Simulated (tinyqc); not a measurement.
Ion-assisted plasma etching: sheath, surface coverage, synergy and aspect-ratio dependence: one step, computed by the program tinyqc. Command: `OMP_NUM_THREADS=1 python tinyqc.py 3031802 3031803 out.jsonl etch walk`. One thread of a shared host (Intel(R) Xeon(R) Processor @ 2.30GHz), about 0.07 s of CPU time with the checks.

Radicals adsorb on bare sites; ions remove covered sites with a high yield and bare sites by sputtering; a slow spontaneous reaction acts everywhere, walls included.

Task: Open-field etch rate. Steady coverage: s G_n (1 - theta) = x Y G_i theta; removal flux = Y G_i theta + Y_p G_i (1 - theta) + k_c G_n; rate = flux/N, 1 cm/s = 6e8 nm/min. Lateral rate = k_c G_n/N; anisotropy = 1 - lateral/vertical; synergy = vertical/(ions alone + radicals alone), with ions alone Y_p G_i/N and radicals alone the lateral rate.

Inputs (values chosen for the exercise, close to those used for silicon in a halogen plasma):
```
quantity,value,unit
gas temperature T_g,300,K
sticking coefficient s,0.18,-
radicals per removed unit x,3,-
spontaneous reaction probability k_c,0.00027,-
solid density N,5e+22,1/cm^3
```

Feature: round hole.

yield Y = 1.483041

sputter yield Y_p = 0.3855906

ion flux G_i = 1.894809e+15 1/(cm^2 s)

radical flux G_n = 4.758676e+17 1/(cm^2 s)

Give: coverage theta; vertical rate; lateral rate; anisotropy; synergy.

Result:

coverage theta = 0.9104

vertical rate = 33.03 nm/min

lateral rate = 1.542 nm/min

anisotropy = 0.9533

synergy = 3.204

The surface is nearly saturated: ions limit the ion-assisted part. Caution: a sheath of several millimetres is collisional at usual pressures, which lowers the ion energy and widens the angles.
